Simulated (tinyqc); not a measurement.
## Fully depleted semiconductor-on-insulator film with two gates, non-linear Poisson equation by Newton steps: threshold and coupling against the back-gate voltage

One dimension across the film, front interface at x = 0, back interface at x = ts. psi is counted from the intrinsic level, n = ni exp(psi/Vt) (source grounded), holes neglected, acceptors ionised. Gates act through Cox = eps0 eox/tox and Cbox = 3.9 eps0/tb with potentials G1 = Vg - (phiM - chi - Vt ln(Nc/ni)) and G2 = Vb - (phiB - chi - Vt ln(Nc/ni)). Classical Boltzmann densities, no interface charge, no depletion in the back plane.

ni = sqrt(Nc Nv) exp(-Eg/(2 Vt)), Eg in volts. The Poisson equation eps0 eps_r d2psi/dx2 = q (n + Na), with -eps0 eps_r dpsi/dx = Cox (G1 - psi) at x = 0 and eps0 eps_r dpsi/dx = Cbox (G2 - psi) at x = ts, is solved on 300 equal intervals with half boxes at both ends; N_inv is the trapezoid sum of n. VT is the Vg for N_inv = 1e11 cm^-2; -dVT/dVb from the linearised equation. Limits with Cs = eps0 eps_r/ts: front channel Cs Cbox/(Cox (Cs + Cbox)), back channel Cbox (Cox + Cs)/(Cox Cs). Swing at N_inv = 1e8 cm^-2.

Values chosen for this exercise; band and dielectric values close to those of silicon: temperature T = 300 K; band gap Eg = 1.12 eV; relative permittivity eps_r = 11.5; conduction-band density of states at T Nc = 2.81e19 cm^-3; valence-band density of states at T Nv = 2.69e19 cm^-3; electron affinity chi = 3.97 eV; relative permittivity of the gate insulator (close to zirconium oxide) eox = 25.6; insulator thickness tox = 10 nm; film thickness ts = 14 nm; buried-oxide thickness (eps_r 3.9) tb = 13 nm; acceptor density of the film Na = 1e15 cm^-3; work function of the front gate phiM = 4.44 eV; work function of the back plane phiB = 4.02 eV.

Constants: q = 1.602176634e-19 C, kB = 1.380649e-23 J/K, Vt = kB T/q, eps0 = 8.8541878128e-14 F/cm where lengths are in cm. Results are converted to the units shown.

The same in every row: front-channel limit = 0.0858; back-channel limit = 0.482.

Threshold and coupling against the back-gate voltage:
```
Vb (V)  VT (V)  centroid/ts at VT  -dVT/dVb  swing (mV/decade)
-3       0.668             0.0321    0.0952               65.3
-2.25    0.595             0.0430    0.0984               65.5
-1.5     0.519             0.0650     0.105               66.0
-0.75    0.435              0.134     0.126               68.0
0        0.302              0.569     0.272               80.8
0.75    0.0217              0.905     0.431               86.0
1.5     -0.313              0.952     0.457               87.0
2.25    -0.659              0.968     0.465               87.4
```

What does the comparison show?

As Vb goes from -3 to 2.25, VT falls from 0.668 to -0.659 V, the centroid rises from 0.0321 to 0.968 of ts and -dVT/dVb rises from 0.0952 to 0.465. The coupling covers 2.36 % of the way from the front-channel to the back-channel limit in the first row and 95.7 % in the last. A positive back bias draws the electrons to the back interface, where the back gate has more leverage and the front gate less, so the swing worsens.

tinyqc, about 0.5 s, one thread, Intel Xeon 2.30GHz (shared host): `OMP_NUM_THREADS=1 python tinyqc.py 2190151 2190152 out.jsonl`
